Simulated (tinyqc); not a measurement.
Worked calculation: Luttinger-Kohn k.p, four valence bands. Computed by tinyqc, a small Python program that keeps every step. Settings: g1 = 3.57, g2 = 0.38, g3 = 0.87. Command: `OMP_NUM_THREADS=1 python tinyqc.py 27566 27567 out.jsonl` (the two numbers bound the seeds that draw the settings). One thread of a shared host (Intel(R) Xeon(R) Processor @ 2.60GHz), about 0.01 s of CPU time with the checks.

## Bloch Hamiltonian at k

Luttinger parameters chosen for this model; energies are counted downward from the top of the valence band:
```
parameter     value  unit
g1         3.570000
g2         0.380000
g3         0.870000
```

k point k (1/angstrom): -0.007000  0.012000  -0.001000

P = c g1 k^2, Q = c g2 (kx^2 + ky^2 - 2 kz^2), R = c sqrt3 [-g2 (kx^2 - ky^2) + 2i g3 kx ky], S = 2 c sqrt3 g3 (kx - i ky) kz, c = hbar^2/2m = 3.809982 eV angstrom^2; rows [P+Q, -S, R, 0], [-S*, P-Q, 0, R], [R*, 0, P-Q, S], [0, R*, S*, P+Q]. The path ends lie at |k| = 0.04 1/angstrom.

H(k) at k (eV), lower triangle (Hermitian):
```
                      3/2                 1/2                -1/2      -3/2
3/2              0.002915
1/2   -0.000080+0.000138i            0.002362
-1/2   0.000238+0.000965i            0.000000            0.002362
-3/2             0.000000  0.000238+0.000965i  0.000080-0.000138i  0.002915
```

## Levels at k

Diagonalise the Hermitian matrix.

eigenvalues (eV): 0.001595  0.001595  0.003682  0.003682

## Bands along a path

The same steps at evenly spaced points between the labelled ones.

Bands along the path (eV):
```
k               band 1    band 2    band 3    band 4
[111]         0.011156  0.011156  0.032370  0.032370
[111]-G 0.25  0.006275  0.006275  0.018208  0.018208
[111]-G 0.50  0.002789  0.002789  0.008092  0.008092
[111]-G 0.75  0.000697  0.000697  0.002023  0.002023
G             0.000000  0.000000  0.000000  0.000000
G-[100] 0.25  0.001071  0.001071  0.001650  0.001650
G-[100] 0.50  0.004282  0.004282  0.006599  0.006599
G-[100] 0.75  0.009635  0.009635  0.014847  0.014847
[100]         0.017130  0.017130  0.026396  0.026396
```

## Hole masses

E = c [g1 k^2 -/+ 2 sqrt(g2^2 k^4 + 3 (g3^2 - g2^2)(kx^2 ky^2 + ky^2 kz^2 + kz^2 kx^2))] with c = hbar^2/2m, and m* = hbar^2 k^2 / (2 E).

Masses (electron masses):
```
direction     heavy     light
[100]      0.355872  0.230947
[110]      0.496046  0.195158
[111]      0.546448  0.188324
```
